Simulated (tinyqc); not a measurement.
# Drift layer from breakdown voltage and on-resistance

Inverse problem. An ideal drift layer with a triangular field at breakdown has BV = Ec W/2, N = eps0 eps_r Ec/(q W) and Ron = W/(q mu N). Find Ec, W and N.

Values chosen for this exercise: relative permittivity eps_r = 9.56; electron mobility of the drift layer mu = 872 cm^2/(V s).

Constants: q = 1.602176634e-19 C, eps0 = 8.8541878128e-14 F/cm where lengths are in cm. Results are converted to the units shown.

BV = 2569.9260 V
Ron = 1.9306244 mohm cm^2

Solution. Eliminating W and N gives Ron = 4 BV^2/(eps0 eps_r mu Ec^3), which yields Ec.

Ec = 2.65e3 kV/cm
W = 19.4 um
N = 7.20e15 cm^-3

Computed by the program tinyqc: `OMP_NUM_THREADS=1 python tinyqc.py 2120132 2120133 out.jsonl`, one thread of a shared Intel Xeon 2.30GHz, about 0.1 s for the whole run.
